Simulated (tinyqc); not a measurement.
Two-sublattice mean-field magnet: ferrimagnet, compensation points and susceptibility: one step, computed by the program tinyqc.

A random alloy A(1-x)B(x) with H = -sum over pairs J S_i.S_j. a = <S_A> and b = <S_B> are taken along z, a > 0. Exchange fields: h_A = (1 - x) zJ_AA a + x zJ_AB b, h_B = (1 - x) zJ_AB a + x zJ_BB b; a = S_A B_(S_A)(S_A h_A/(k_B T)) and likewise for b, with the Brillouin function B_S(y) = [(2S + 1)/(2S)] coth[(2S + 1) y/(2S)] - [1/(2S)] coth[y/(2S)].

Problem. Net moment and spin. Net moment m = (1 - x) g_A a + x g_B b in mu_B per site; net spin s = (1 - x) a + x b. At T = 0, a = S_A and b = -S_B. Effective g = m/s.

Inputs (values chosen for the exercise, for a model ferrimagnet):

| quantity | value | unit |
|---|---|---|
| spin S_A | 1.5 | - |
| spin S_B | 1.5 | - |
| g factor g_A | 2 | - |
| g factor g_B | 2 | - |
| fraction x of B sites | 0.44 | - |

a = 1.489935

b = -0.7769348

Give: net moment m; net spin s; m at T = 0; effective g.

Solution.

net moment m = 0.9850 mu_B

net spin s = 0.4925

m at T = 0 = 0.36 mu_B

effective g = 2

A dominates at T, as at T = 0.
